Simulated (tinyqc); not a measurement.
Inside a calculation. Model: drifting, spreading and decaying minority pulse (Haynes-Shockley), Crank-Nicolson time steps.

Program tinyqc, `OMP_NUM_THREADS=1 python tinyqc.py 2310037 2310038 out.jsonl`; Intel Xeon 2.30GHz, shared host, one thread, about 0.01 s. Printed values are rounded.

Low injection in a uniform field: dn/dt = D d2n/dx2 - v dn/dx - n/tau with D = mu Vt and v = mu F towards +x. Exact solution on an infinite bar for a Gaussian start at x0: n = N0 exp(-t/tau) exp(-(x - x0 - v t)^2/(2 s^2))/sqrt(2 pi s^2), s^2 = s0^2 + 2 D t.

Values chosen for this exercise; mobility close to that of indium phosphide at room temperature: temperature T = 300 K; minority-carrier mobility mu = 5000 cm^2/(V s); sweep field along the drift F = 14 V/cm; mesh step hx = 12 um; lifetime tau = 3.1e-7 s; injected sheet density N0 = 1e9 cm^-2; time step dt = 5.3e-9 s; initial width (standard deviation) s0 = 12 um.

Constants: q = 1.602176634e-19 C, kB = 1.380649e-23 J/K, Vt = kB T/q. Results are converted to the units shown.

## Coefficients of the scheme

Exponentially fitted fluxes: d = F hx/Vt, B(d) = d/(exp(d) - 1), k = D dt/hx^2; (L n)_i = a n_(i-1) + b n_i + c n_(i+1) with a = k B(-d), c = k B(d), b = -a - c - dt/tau. Explicit steps keep n positive for dt up to 1/[(D/hx^2)(B(d) + B(-d)) + 1/tau].

D = 129.260 cm^2/s
v = 70000 cm/s
d = 0.649853
a = 0.646958
b = -1.00185
c = 0.337791
positivity limit of dt = 5.29023e-9 s

dt is 1.0 times the explicit limit. On this mesh the fitted flux acts like a diffusion coefficient (d/2) coth(d/2) D = 1.03 D for a travelling pulse, before the error of the time steps.

## Initial pulse

Nodes x_i = i hx, i = 1 to 9, n = 0 at nodes 0 and 10; the Gaussian at t = 0 with x0 = 4 hx.

n at t = 0, node 1 to 9 (in units of 1e11 cm^-3): 0.03693  0.44992  2.01642  3.32452  2.01642  0.44992  0.03693  0.00112  0.00001

## Step 1: densities after a time step

(L n)_i = a n_(i-1) + b n_i + c n_(i+1), n = 0 beyond the ends. Crank-Nicolson step: solve n(new) - L n(new)/2 = n + L n/2.

n at t = 1 dt, node 1 to 9 (in units of 1e11 cm^-3): 0.12866  0.58431  1.52949  2.32838  2.06003  1.07170  0.35001  0.08588  0.01875

## Step 2: densities after a time step

As before.

n at t = 2 dt, node 1 to 9 (in units of 1e11 cm^-3): 0.17255  0.56887  1.22242  1.80667  1.84446  1.31253  0.66908  0.25938  0.08064

## Step 3: densities after a time step

As before.

n at t = 3 dt, node 1 to 9 (in units of 1e11 cm^-3): 0.17947  0.51614  1.00921  1.47158  1.62026  1.35719  0.87755  0.44884  0.17945

## Course in time

The same steps, now on nodes 1 to 60 (n = 0 at nodes 0 and 61), for 24 steps; centre = sum x n/sum n. Deviations are from the exact pulse, as a share of its largest value on the nodes; a run counts as stable if they stay under 100 %.

Course of the iteration:
```
step	hx sum n (cm^-2)	centre (um)	most negative n (cm^-3), 0 if none	largest deviation (% of the peak)
1	9.79587e8	51.8862	0	2.32
2	9.56929e8	55.9365	0	2.43
3	9.33633e8	60.0848	0	2.71
4	9.10802e8	64.2715	0	3.54
5	8.88905e8	68.4622	0	4.73
6	8.68079e8	72.6390	0	5.68
7	8.48312e8	76.7930	0	6.56
8	8.29533e8	80.9203	0	7.36
9	8.11653e8	85.0200	0	7.85
...	...	...	...	...
16	7.05139e8	113.035	0	8.88
17	6.91904e8	116.958	0	8.79
18	6.79047e8	120.865	0	8.77
19	6.66540e8	124.759	0	8.70
20	6.54360e8	128.640	0	8.64
21	6.42488e8	132.508	0	8.58
22	6.30905e8	136.366	0	8.54
23	6.19595e8	140.213	0	8.49
24	6.08545e8	144.051	0	8.45
```

The run is stable. After 24 steps the deviation is 8.5 % of the peak. From step 1 to the last the centre has moved at 1.08 v and the content is 8.3 % below N0 exp(-t/tau). On an endless mesh these steps would give a speed of 1.00 v and a content of 1.00 times the exact one, from dt/tau = 0.0171 alone; the rest comes from the absorbing ends.
